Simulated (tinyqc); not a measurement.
Inside a calculation. Method: tight binding, kagome lattice. Computed by tinyqc, a small Python program that keeps every step. Settings: t1 = 0.52, t2 = 1.48, delta = 0, bands filled = 1. Command: `OMP_NUM_THREADS=1 python tinyqc.py 25891 25892 out.jsonl` (the two numbers bound the seeds that draw the settings). One thread of a shared host (Intel(R) Xeon(R) Processor @ 2.60GHz), about 0.01 s of CPU time with the checks.

## Bloch Hamiltonian at k

Parameters chosen for this model:
```
parameter     value                unit
t1         0.520000    eV, up triangles
t2         1.480000  eV, down triangles
delta             0        eV on site C
```

k point k (fractions of the reciprocal vectors): -0.470000  -0.040000

H_AB = -t1 - t2 exp(-i k.a1), H_AC = -t1 - t2 exp(-i k.a2), H_BC = -t1 - t2 exp(i k.(a1 - a2)), H_CC = delta.

H(k) at k (eV), lower triangle (Hermitian):
```
                     A                   B         C
A             0.000000
B   0.933785+0.277324i            0.000000
C  -1.953503+0.368061i  0.819144-0.630153i  0.000000
```

## Levels at k

Diagonalise the Hermitian matrix.

eigenvalues (eV): -2.722962  0.722962  2.000000

weights |c|^2 of the basis functions:
```
     band 1    band 2    band 3
A  0.389950  0.123942  0.486107
B  0.212773  0.779209  0.008018
C  0.397276  0.096849  0.505875
```

## Bloch Hamiltonian at K

k point K (fractions of the reciprocal vectors): 0.333333  0.666667

As before.

H(k) at K (eV), lower triangle (Hermitian):
```
                    A                   B         C
A            0.000000
B  0.220000-1.281718i            0.000000
C  0.220000+1.281718i  0.220000-1.281718i  0.000000
```

## Levels at K

As before.

eigenvalues (eV): -2.440000  0.440000  2.000000

weights |c|^2 of the basis functions:
```
     band 1    band 2    band 3
A  0.333333  0.333333  0.333333
B  0.333333  0.333333  0.333333
C  0.333333  0.333333  0.333333
```

## Bands along a path

The same steps at evenly spaced points between the labelled ones.

Bands along the path (eV):
```
k             band 1    band 2    band 3
G          -4.000000  2.000000  2.000000
G-K 0.25   -3.796064  1.796064  2.000000
G-K 0.50   -3.269802  1.269802  2.000000
G-K 0.75   -2.686179  0.686179  2.000000
K          -2.440000  0.440000  2.000000
K-M 0.25   -2.485141  0.485141  2.000000
K-M 0.50   -2.576714  0.576714  2.000000
K-M 0.75   -2.655862  0.655862  2.000000
M          -2.686179  0.686179  2.000000
M-K' 0.25  -2.655862  0.655862  2.000000
M-K' 0.50  -2.576714  0.576714  2.000000
M-K' 0.75  -2.485141  0.485141  2.000000
K'         -2.440000  0.440000  2.000000
```

With 1 band(s) filled, the highest filled level on these points lies at K' and the lowest empty one at K': a gap of 2.8800 eV, direct.
